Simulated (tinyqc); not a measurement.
Changing the heavy mass M: three-phonon processes in a diatomic chain: dispersion, energy and momentum conservation, and decay channels of optical phonons. Computed by tinyqc, a small Python program. Command: `OMP_NUM_THREADS=1 python tinyqc.py 3121398 3121399 out.jsonl threeph sweep`. One thread of a shared host (Intel(R) Xeon(R) Processor @ 2.30GHz), about 0.01 s of CPU time with the checks.

Cell length a, two atoms, one spring constant. x = q a/pi runs from -1 to 1; A and O are the acoustic and optical branches. Matrix elements are not computed: only conservation laws and occupation factors are followed.

Inputs (values chosen for the exercise, for a model chain): light mass m = 31 u; spring constant k = 9.2 eV/angstrom^2.

Constants: nu for 1 eV/(angstrom^2 u) = 15.6333042 THz.

Method. omega^2 = k (1/m + 1/M) -/+ k sqrt((1/m + 1/M)^2 - 4 sin^2(pi x/2)/(m M)); nu = 15.6333042 THz x sqrt(omega^2) for eV/(angstrom^2 u). Acoustic top sqrt(2 k/M), optical bottom sqrt(2 k/m), optical top sqrt(2 k (1/m + 1/M)).

One run for each value:

| heavy mass M (u) | optical top over twice the acoustic top | optical bottom over twice the acoustic top | optical width over acoustic top | acoustic top (THz) |
|---|---|---|---|---|
| 32.6 | 0.7162 | 0.5127 | 0.40686 | 11.745 |
| 40.3 | 0.7583 | 0.5701 | 0.37640 | 10.563 |
| 49.6 | 0.8062 | 0.6325 | 0.34754 | 9.522 |
| 62.0 | 0.8660 | 0.7071 | 0.31784 | 8.517 |
| 77.5 | 0.9354 | 0.7906 | 0.28969 | 7.617 |
| 89.9 | 0.9874 | 0.8515 | 0.27190 | 7.073 |
| 108.0 | 1.0588 | 0.9333 | 0.25100 | 6.453 |
| 140.0 | 1.1743 | 1.0626 | 0.22353 | 5.668 |
| 186.0 | 1.3229 | 1.2247 | 0.19626 | 4.917 |

Describe the trends.

Over the rows, optical top over twice the acoustic top rises from 0.716 to 1.32 (exponent d ln y / d ln x 0.27 between the first rows and 0.42 between the last); optical bottom over twice the acoustic top rises from 0.513 to 1.22 (exponent d ln y / d ln x about 0.50 throughout); optical width over acoustic top falls from 0.407 to 0.196 (exponent d ln y / d ln x -0.37 between the first rows and -0.46 between the last).
